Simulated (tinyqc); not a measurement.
Band-to-band tunnelling and avalanche in a reverse-biased abrupt junction: one step, computed by the program tinyqc. Command: `OMP_NUM_THREADS=1 python tinyqc.py 3026841 3026842 out.jsonl zener walk`. One thread of a shared host (Intel(R) Xeon(R) Processor @ 2.30GHz), about 0.01 s of CPU time with the checks.

Direct Kane tunnelling in the local field (for indirect gaps the mass is an effective fit) and one ionisation coefficient for both carriers. N is the doping of the light side, or N_A N_D/(N_A + N_D) for the symmetric junction; the built-in voltage is taken as E_g/e.

Task: Junction at the given bias. E_g(T) = E_g - (T - 300 K)(-dE_g/dT); b(T) = b [1 + (rise)(T - 300 K)]; w = sqrt(2 eps eps_0 (V_R + E_g/e)/(e N)); F_m = 2 (V_R + E_g/e)/w; the field falls linearly from F_m to 0 across w.

Inputs (values chosen for the exercise, modelled on silicon):

| quantity | value | unit |
|---|---|---|
| band gap at 300 K, E_g | 1.15 | eV |
| gap narrowing with temperature, -dE_g/dT | 0.3 | meV/K |
| permittivity eps | 11.7 | - |
| effective doping N | 1.9e+17 | 1/cm^3 |
| reverse bias V_R | 3.7 | V |
| temperature T | 350 | K |

Junction: one-sided.

Constants: eps_0 = 8.8541878128e-12 F/m; e = 1.602176634e-19 C.

Give: E_g(T); depletion width w; peak field F_m; shortest tunnelling distance E_g/(e F_m).

Result:

E_g(T) = 1.135 eV

depletion width w = 181.4 nm

peak field F_m = 0.5331 MV/cm

shortest tunnelling distance E_g/(e F_m) = 21.29 nm
